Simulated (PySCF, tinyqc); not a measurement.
Inside a calculation. Method: RHF in the sto-6g basis, for H2, spin multiplicity 1. This run ends on a higher stationary point, not on the lowest solution. The lowest restricted solution is unstable here: a spin-polarised one lies 0.0305 hartree lower (PySCF). Computed by tinyqc, a small Python program that keeps every step (integrals from PySCF). Settings: charge = 0, multiplicity = 1, basis = sto-6g, energy threshold = 1e-08, iteration cap = 56, orthogonalisation = symmetric, start = highest core orbitals, DIIS depth = 8, DIIS from iteration = 3, shift = 1.0, method = RHF. Command: `OMP_NUM_THREADS=1 python tinyqc.py 29891 29892 out.jsonl` (the two numbers bound the seeds that draw the settings). One thread of a shared host (Intel(R) Xeon(R) Processor @ 2.60GHz), about 0.03 s of CPU time with the checks. Later iterations appear only in the table of the cycle.

## One-electron integrals

Geometry (angstrom):
```
atom        x        y        z
H     0.00000  0.00000  0.00000
H     0.00000  0.00000  1.41500
```

Basis sto-6g: exponents (1/bohr^2) and contraction coefficients of normalised primitives:
```
element  l (shell)  exponent  coefficient
H            s (1)  35.52322      0.00916
H            s (1)   6.51314      0.04936
H            s (1)   1.82214      0.16854
H            s (1)   0.62596      0.37056
H            s (1)   0.24308      0.41649
H            s (1)   0.10011      0.13033
```

Overlap, kinetic and nuclear-attraction integrals over the contracted functions; the nuclear repulsion is the sum of Za Zb / Rab.

nuclear repulsion = 0.3739768 hartree

overlap S:
```
         1H 1s    2H 1s
1H 1s  1.00000  0.28975
2H 1s  0.28975  1.00000
```

kinetic energy T (hartree):
```
         1H 1s    2H 1s
1H 1s  0.76852  0.01816
2H 1s  0.01816  0.76852
```

nuclear attraction V (hartree):
```
          1H 1s     2H 1s
1H 1s  -1.61141  -0.38858
2H 1s  -0.38858  -1.61141
```

core Hamiltonian H = T + V (hartree):
```
          1H 1s     2H 1s
1H 1s  -0.84289  -0.37042
2H 1s  -0.37042  -0.84289
```

## Two-electron integrals

Functions are numbered as in S; the eight-fold symmetry (ij|kl) = (ji|kl) = (kl|ij) leaves the list below.

Two-electron integrals (ij|kl) in chemists' order, unique and non-zero (hartree):
```
(11|11) 0.77500   (21|11) 0.15914   (21|21) 0.04856   (22|11) 0.36418
(22|21) 0.15914   (22|22) 0.77500
```

## Orthogonalisation

S = U s U^T; symmetric (Loewdin) form X = U s^(-1/2) U^T, so that X^T S X = 1.

eigenvalues of S: 0.71025  1.28975

X:
```
          1H 1s     2H 1s
1H 1s   1.03355  -0.15302
2H 1s  -0.15302   1.03355
```

## Starting guess

The start is the highest orbitals of the core Hamiltonian (a deliberately bad start); D = 2 C_occ C_occ^T.

D at the start:
```
          1H 1s     2H 1s
1H 1s   1.40796  -1.40796
2H 1s  -1.40796   1.40796
```

## Iteration 1: building the Fock matrix

J_ij = sum D_kl (ij|kl), K_ij = sum D_kl (ik|jl); F = H + J - 0.5 K; E = tr D H + tr D J / 2 - 0.25 tr D K + E_nn.

Coulomb J (hartree):
```
         1H 1s    2H 1s
1H 1s  1.15579  0.31138
2H 1s  0.31138  1.15579
```

exchange K (hartree):
```
          1H 1s     2H 1s
1H 1s   0.71142  -0.13300
2H 1s  -0.13300   0.71142
```

Fock matrix F (hartree):
```
          1H 1s     2H 1s
1H 1s  -0.04281   0.00746
2H 1s   0.00746  -0.04281
```

total energy of this density = -0.3620115 hartree

## Iteration 1: diagonalisation and new density

A level shift of 1 hartree raises the virtual space: F + shift (S - S D(s) S), with D(s) the density of one spin (D/2). Diagonalise F' = X^T F X, C = X C', fill 1 alpha and 1 beta electrons from the bottom; D = 2 C_occ C_occ^T. Each column has its largest component positive (the first on a tie).

F' = X^T F X (hartree):
```
         1        2
1  0.45091  0.52168
2  0.52168  0.45091
```

orbital energies (hartree): MO1 -0.07077, MO2 0.97259

coefficients C:
```
            MO1      MO2
1H 1s   0.83903  0.62263
2H 1s  -0.83903  0.62263
```

D after iteration 1:
```
          1H 1s     2H 1s
1H 1s   1.40796  -1.40796
2H 1s  -1.40796   1.40796
```

## Iteration 2: building the Fock matrix

As before.

Coulomb J (hartree):
```
         1H 1s    2H 1s
1H 1s  1.15579  0.31138
2H 1s  0.31138  1.15579
```

exchange K (hartree):
```
          1H 1s     2H 1s
1H 1s   0.71142  -0.13300
2H 1s  -0.13300   0.71142
```

Fock matrix F (hartree):
```
          1H 1s     2H 1s
1H 1s  -0.04281   0.00746
2H 1s   0.00746  -0.04281
```

total energy of this density = -0.3620115 hartree

## Iteration 2 (converged): orbitals

Diagonalise F' = X^T F X, C = X C', fill 1 alpha and 1 beta electrons from the bottom; D = 2 C_occ C_occ^T. Each column has its largest component positive (the first on a tie).

F' = X^T F X (hartree):
```
          1         2
1  -0.04909   0.02168
2   0.02168  -0.04909
```

orbital energies (hartree): MO1 -0.07077, MO2 -0.02741

coefficients C:
```
            MO1      MO2
1H 1s   0.83903  0.62263
2H 1s  -0.83903  0.62263
```

D after iteration 2:
```
          1H 1s     2H 1s
1H 1s   1.40796  -1.40796
2H 1s  -1.40796   1.40796
```

## Convergence

Stop when the energy changes by less than 1e-08 hartree and every element of the error matrix X^T (F D S - S D F) X is below 3e-05.

Course of the cycle:
```
iteration  E (hartree)   change  largest element of the error matrix
1           -0.3620115        -                             1.59e-17
2           -0.3620115  0.00000                             1.59e-17
```

PySCF RHF in the same basis = -0.9445389 hartree

Converged in 2 iterations. But the solution lies 0.58253 hartree above the reference: it is another stationary point, not the lowest restricted one. Reruns (cap 100 unless said): DIIS 8: converged in 2 to a higher stationary point; damping 0.5: converged in 2 to a higher stationary point; level shift 0.5: converged in 2 to a higher stationary point; atomic densities as start, DIIS 8: converged in 3.

## Populations, bond orders and dipole

Mulliken: Z minus the diagonal of D S on the atom; Loewdin: the same with S^(1/2) D S^(1/2); Mayer order: 2 sum_s sum (D(s) S)_ij (D(s) S)_ji over the two atoms.

Charges (e):
```
atom  Mulliken  Loewdin
1H           0        0
2H           0        0
```

Mayer bond orders:
```
pair    order
2-1   1.00000
```

dipole moment about the origin, x y z (debye): 0.00000  0.00000  0.00000
